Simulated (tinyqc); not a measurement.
Comparisons within one model: delta-doped layer in the Thomas-Fermi potential. A value that a table varies takes the place of the one given here.

All donors ionised in the plane z = 0, zero temperature, energies from the Fermi level EF of the Thomas-Fermi model, which lies at the bulk band edge; c = hbar^2/2m0, q = e^2/(4 pi eps0). Layer in a (001) plane: two valleys with m_z = ml, m_d = mt (unprimed) and four with m_z = mt, m_d = sqrt(ml mt) (primed); m3 = (ml mt^2)^(1/3), gv = 6. With n = (gv/3 pi^2)(m3 (-V)/c)^(3/2) and V'' = -(4 pi q/eps) n for z > 0, the solution is V = -b/(|z| + z0)^4 with sqrt(b) = 20/K, K = (4 pi q/eps)(gv/3 pi^2)(m3/c)^(3/2), and z0^5 = 4b/(e F0), e F0 = 2 pi q N/eps; 1e13/cm^2 = 1e-3/angstrom^2. Exchange and correlation are left out.

Subbands solve -(c/m_z) psi'' + V psi = E psi on 1280 points of spacing z0/80; up to ten levels for each group, kept if bound with an rms width below 2.5 z0.

Constants: hbar^2/2m0 = 3.80998211 eV angstrom^2; e^2/(4 pi eps0) = 14.39964547 eV angstrom.

Values chosen for the exercise (near those of a delta-doped layer in Si; the results hold for these values, not for the real material): ml = 0.908 m0 (longitudinal mass); mt = 0.189 m0 (transverse mass); eps = 11.8 (dielectric constant); Nl = (0.8, 1.6, 3.2, 5.6, 9.6, 16, 26) x 1e13/cm^2 (sheet densities); N = 8 x 1e13/cm^2 (donor sheet density).

## Doping density

The well, the lowest level and the filling anew; at zero temperature n_i = g m_d (mu - E_i)/(2 pi c), with mu fixed by sum n_i = N.

Results:

| N (1e13/cm^2) | z0 (angstrom) | depth (eV) | lowest (eV) | next - lowest (eV) | occupied | share of lowest (%) |
|---|---|---|---|---|---|---|
| 0.80 | 34.1 | 0.0523 | -0.0177 | 0.0092 | 2 | 33.3 |
| 1.6 | 29.7 | 0.0910 | -0.0339 | 0.0166 | 2 | 31.9 |
| 3.2 | 25.8 | 0.1585 | -0.0644 | 0.0297 | 3 | 30.3 |
| 5.6 | 23.1 | 0.2480 | -0.1076 | 0.0472 | 3 | 29.0 |
| 9.6 | 20.7 | 0.3817 | -0.1756 | 0.0731 | 3 | 27.7 |
| 16 | 18.7 | 0.5743 | -0.2784 | 0.1102 | 4 | 26.6 |
| 26 | 17.0 | 0.8469 | -0.4298 | 0.1619 | 4 | 25.4 |

The depth grows as N^(4/5) and z0 shrinks as N^(-1/5): factors 16.2 and 2.01 for 32 times the doping. The lowest level deepens faster, with exponent 0.92, since the zero-point energy takes a smaller share of a deeper well (66 % falling to 49 %). The number of occupied subbands is 2 in the first row and 4 in the last. Depths beyond about 0.5 eV stretch parabolic valleys past their range. Up to N = 0.8 the donor spacing exceeds 1.5 Bohr radii (one radius, a0 eps/m with the density-of-states mass, is 20 angstrom), where a uniform sheet is a crude picture of discrete donors (beyond about three radii electrons stay on single donors).

## What each parameter does

z0, depth, lowest level and its rms width. Each row changes one parameter from the base and keeps the others.

Results:

| case | z0 (angstrom) | depth (eV) | lowest (eV) | rms z (angstrom) |
|---|---|---|---|---|
| base | 21.51 | 0.3299 | -0.1489 | 5.40 |
| N = 4.8 x 1e13/cm^2 | 23.83 | 0.2192 | -0.0935 | 6.62 |
| eps = 10.6 | 20.17 | 0.3443 | -0.1518 | 5.28 |
| ml = 1.044 m0 | 20.92 | 0.3208 | -0.1470 | 5.11 |
| mt = 0.161 m0 | 22.94 | 0.3517 | -0.1669 | 5.25 |

The largest shifts from the base row, up to three for each result and ties (the steps differ in size, so this ranks the rows, not the parameters). z0 (angstrom): N +2.31, mt +1.42, eps -1.34. depth (eV): N -0.1107, mt +0.0219, eps +0.0145. lowest (eV): N +0.0554, mt -0.0180, eps -0.0029. rms z (angstrom): N +1.22, ml -0.29, mt -0.15.

tinyqc: `OMP_NUM_THREADS=1 python tinyqc.py 1250395 1250396 out.jsonl`; about 0.2 s, one thread, shared Intel(R) Xeon(R) Processor @ 2.30GHz.
